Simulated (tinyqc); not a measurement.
Changing the modulation frequency f: time-domain thermoreflectance: layered heat flow under a modulated pulse train, and what the signal ratio measures. Computed by tinyqc, a small Python program. Command: `OMP_NUM_THREADS=1 python tinyqc.py 3113422 3113423 out.jsonl tdtr sweep`. One thread of a shared host (Intel(R) Xeon(R) Processor @ 2.30GHz), about 0.2 s of CPU time with the checks.

Pulses repeat at 80 MHz; heat is laid down at the surface, all layers are isotropic.

Inputs (values chosen for the exercise, modelled on aluminium on silica):
```
quantity,value,unit
metal thickness d,88,nm
metal conductivity,130,W/(m K)
metal heat capacity,2.42,MJ/(m^3 K)
boundary conductance G under the metal,41,MW/(m^2 K)
substrate conductivity kappa,1.32,W/(m K)
substrate heat capacity C,1.65,MJ/(m^3 K)
"spot radius w (1/e^2, pump and probe)",10,micrometre
delay t,1200,ps
```

Stack: metal, substrate.

Method:
- Penetration depth sqrt(kappa/(pi f C)); effusivity sqrt(kappa C); cooling time of the metal d C_m/G; Kapitza length kappa/G.
- For radial wave number k and angular frequency W each layer has u = sqrt(4 pi^2 k^2 + i W C/kappa) and gamma = kappa u. Surface impedance from below: Z = 1/gamma for the substrate; a layer of thickness L maps Z to (Z + tanh(u L)/gamma)/(1 + gamma Z tanh(u L)); a boundary adds 1/G.
- Response per absorbed watt H(W) = 2 pi int_0^(2/w) Z(k, W) exp(-pi^2 k^2 w^2) k dk by 20 Gauss-Legendre points.
- Signal: X + iY = sum_(m = -M..M) H(2 pi (f + m f_r)) exp(i 2 pi m f_r t) exp(-pi (m/M)^2 x 4), f_r = 80 MHz, M = 4000, with H(-W) the complex conjugate of H(W); V_in = X, V_out = Y, ratio = -V_in/V_out.

One run for each value:
```
modulation frequency f (MHz),ratio -V_in/V_out,phase of H(2 pi f) (degrees),penetration depth (micrometre)
0.30,1.134,-43.74,0.9213
0.55,1.049,-46.92,0.6804
1.00,0.979,-50.29,0.5046
1.80,0.928,-53.91,0.3761
3.30,0.902,-57.97,0.2778
6.00,0.924,-62.28,0.2060
11.00,1.041,-66.82,0.1522
20.00,1.379,-71.23,0.1128
```

Over the rows, ratio -V_in/V_out goes from 1.13 through a minimum among these rows, 0.902 at 3.30, to 1.38; phase of H(2 pi f) (degrees) falls from -43.7 to -71.2 (exponent d ln y / d ln x 0.12 between the first rows and 0.11 between the last); penetration depth (micrometre) falls from 0.921 to 0.113 (exponent d ln y / d ln x about -0.50 throughout).

Extremes, crossings and ranges named in words are read from the listed rows.
